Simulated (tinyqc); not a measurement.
Scattering of inversion-layer electrons by surface optical phonons of the gate insulator (remote phonon scattering): one step, computed by the program tinyqc.

One subband with the Fang-Howard envelope; insulator and channel are half-spaces, the gate is far away, and an interlayer only moves the polar surface away by t (its own modes and its permittivity contrast are left out).

Task: Surface modes and strengths. eps(w) = eps_inf + (eps_0s - eps_i) w1^2/(w1^2 - w^2) + (eps_i - eps_inf) w2^2/(w2^2 - w^2). Surface modes solve eps(w) + eps_s = 0, a quadratic in w^2; the strength of a mode is g = 2/(w d eps/dw). Occupation N = 1/(exp(hbar w/(k_B T)) - 1).

Inputs (values chosen for the exercise, modelled on HfO2 on germanium):
```
quantity                                 value  unit
static constant of the insulator eps_0s   22.3     -
intermediate constant eps_i               6.49     -
optical constant eps_inf                  5.06     -
hbar omega_TO1                            12.3   meV
hbar omega_TO2                            48.5   meV
constant of the channel eps_s             16.2     -
temperature T                              150     K
```

Constants: k_B = 8.617333262e-05 eV/K.

Give: hbar omega_SO; strengths g; occupations N; hbar omega g (2 N + 1).

Result:

hbar omega_SO (meV): 1 16.00, 2 50.18

strengths g: 1 0.01782, 2 0.00325

occupations N: 1 0.4086, 2 0.0210

hbar omega g (2 N + 1) (meV): 1 0.5179, 2 0.1698

The lower mode has the larger hbar omega g N, the prefactor of absorption before the dependence on q: 0.116 and 0.00343 meV.
